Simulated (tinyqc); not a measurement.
Hubbard chain of 4 sites, step by step. Computed by tinyqc, a small Python program that keeps every step. Settings: hopping = 1.33, U = 1.9, mixing = 1, iteration cap = 57. Command: `OMP_NUM_THREADS=1 python tinyqc.py 29576 29577 out.jsonl` (the two numbers bound the seeds that draw the settings). One thread of a shared host (Intel(R) Xeon(R) Processor @ 2.60GHz), about 0.2 s of CPU time with the checks. Later iterations appear only in the table of the cycle.

## Mean-field iteration 1

one-body matrix (hopping and site energies) (eV), lower triangle:
```
           1          2          3         4
1   0.000000
2  -1.330000   0.000000
3   0.000000  -1.330000   0.000000
4   0.000000   0.000000  -1.330000  0.000000
```

U = 1.900000 eV

electrons, up and down: 2  1

mixing = 1

n(up) at the start (a guess, not normalised): 1 0.550000, 2 0.450000, 3 0.550000, 4 0.450000

n(down) at the start (a guess): 1 0.200000, 2 0.300000, 3 0.200000, 4 0.300000

H(up) = T + U n(down), H(down) = T + U n(up); fill the lowest levels; n(new) = n + mixing (n(out) - n); E = tr T (rho up + rho down) + U sum n_up n_down of the output.

levels, up (eV): -1.679081  -0.352457  1.302457  2.629081

levels, down (eV): -1.204081  0.122543  1.777457  3.104081

energy = -4.169365 eV

n(up) after iteration 1: 1 0.547633, 2 0.468177, 3 0.531823, 4 0.452367

n(down) after iteration 1: 1 0.132102, 2 0.377760, 3 0.345847, 4 0.144291

## Mean-field iteration 2

As before.

levels, up (eV): -1.595065  -0.453491  1.214978  2.733578

levels, down (eV): -1.203220  0.124051  1.775949  3.103220

energy = -4.199059 eV

n(up) after iteration 2: 1 0.565850, 2 0.436011, 3 0.449757, 4 0.548382

n(down) after iteration 2: 1 0.129509, 2 0.368583, 3 0.354519, 4 0.147389

## Convergence

Each step fills the lowest levels of T + U n(other spin) and sets n(new) = n + mixing (n(out) - n); stop when output and input agree to 1e-8.

Course of the cycle:
```
iteration       E (eV)  largest |n(out) - n(in)|  mean |n_up - n_down|
1          -4.16936531                  1.56e-01              0.250000
2          -4.19905892                  9.60e-02              0.250000
3          -4.20311201                  2.20e-02              0.250000
4          -4.20364550                  1.36e-02              0.250000
5          -4.20371266                  2.66e-03              0.250000
6          -4.20372116                  1.76e-03              0.250000
7          -4.20372224                  3.64e-04              0.250000
8          -4.20372238                  2.28e-04              0.250000
9          -4.20372240                  4.92e-05              0.250000
10         -4.20372240                  3.02e-05              0.250000
11         -4.20372240                  6.66e-06              0.250000
12         -4.20372240                  4.07e-06              0.250000
13         -4.20372240                  9.05e-07              0.250000
14         -4.20372240                  5.55e-07              0.250000
15         -4.20372240                  1.24e-07              0.250000
16         -4.20372240                  7.66e-08              0.250000
17         -4.20372240                  1.72e-08              0.250000
18         -4.20372240                  1.07e-08              0.250000
19         -4.20372240                  2.40e-09              0.250000
```

local moments n_up - n_down: 1 0.442695, 2 0.057305, 3 0.057305, 4 0.442695

Converged in 19 iterations. Before convergence this energy mixes input and output and is not variational, so it may rise towards its limit.

## Exact diagonalisation (24 states)

Lowest levels of the sector, and the double occupancy of the lowest state.

lowest levels (eV): -4.325503  -3.126472  -2.659288  -2.151985  -1.594336  -1.221559

double occupancy per site = 0.086609

The mean-field solution above lies 0.1218 eV above the exact energy.

## The lowest level by Lanczos steps

From a random start vector (not printed): a_j = <q_j|H|q_j>, b_j = norm of the remainder after orthogonalising; the Ritz value is the lowest eigenvalue of the tridiagonal matrix of a and b so far.

Lanczos:
```
j    a_j (eV)  b_j (eV)  lowest Ritz value (eV)
1   -0.579437  3.633541             -0.57943723
2    1.257474  2.812230             -3.40880531
3    1.349080  2.989645             -4.03378332
4    1.203404  1.823013             -4.28302468
5    1.780707  2.309845             -4.31763669
6    1.570338  1.719435             -4.32452032
7    1.336661  1.687099             -4.32533509
8    0.780204  2.715630             -4.32543586
9    0.614532  2.039377             -4.32548517
10   1.444779  2.081417             -4.32549886
```
